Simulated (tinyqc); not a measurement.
Monte Carlo simulation of one carrier in a uniform electric field: one step, computed by the program tinyqc. Command: `OMP_NUM_THREADS=1 python tinyqc.py 3027639 3027640 out.jsonl mcfl walk`. One thread of a shared host (Intel(R) Xeon(R) Processor @ 2.30GHz), about 1 s of CPU time with the checks.

The force e F acts along +z. Flights end at the constant total rate Gamma; the part of Gamma that the real rates do not fill is self-scattering, which leaves k unchanged. One valley, no impurities; equivalent final valleys enter only through Z_f in the optical rate.

Question. Flight 2. Kane band: hbar^2 k^2/(2 m) = E (1 + alpha E), speed v = hbar k/(m (1 + 2 alpha E)), states per spin, volume and energy g(E) = m k (1 + 2 alpha E)/(2 pi^2 hbar^2); overlap factors are set to 1. Masses are multiplied by m_0 and all formulas are in SI units. Flight: t = -ln(r1)/Gamma; k_z grows by e F t/hbar; E follows from the band; dz = (E_end - E_start)/(e F). Use row 2 of the random numbers.

Inputs (values chosen for the exercise, modelled on electrons in silicon):

| quantity | value | unit |
|---|---|---|
| effective mass m | 0.317 | m_0 |
| non-parabolicity alpha | 0.51 | 1/eV |
| lattice temperature T | 150 | K |
| electric field F | 10 | kV/cm |

Crystal: non-polar. Band: Kane.

k after event 1, the start of the next flight (1/nm): 0.2800000  -0.0320000  0.2678366

Random numbers (0.02 to 0.98, from up to 60 sets tried for early real events), one row a flight:
```
       r1      r2      r3      r4
1  0.6519  0.3184  0.3164  0.4423
2  0.3050  0.0330  0.2189  0.2257
3  0.4194  0.8808  0.3711  0.2818
4  0.8300  0.8511  0.9760  0.0558
5  0.7303  0.6000  0.3583  0.1717
6  0.7222  0.6048  0.6041  0.3520
7  0.8386  0.6617  0.5984  0.6643
```

Gamma = 23.35196 1e12/s

Constants: e = 1.602176634e-19 C; hbar = 1.054571817e-34 J s; m_0 = 9.1093837015e-31 kg.

Give: flight time t; k at the end of the flight; energy at the end; displacement dz.

Answer.

flight time t = 50.850 fs

k at the end of the flight (1/nm): 0.28000  -0.03200  0.34509

energy at the end = 23.575 meV

displacement dz = 5.5729 nm
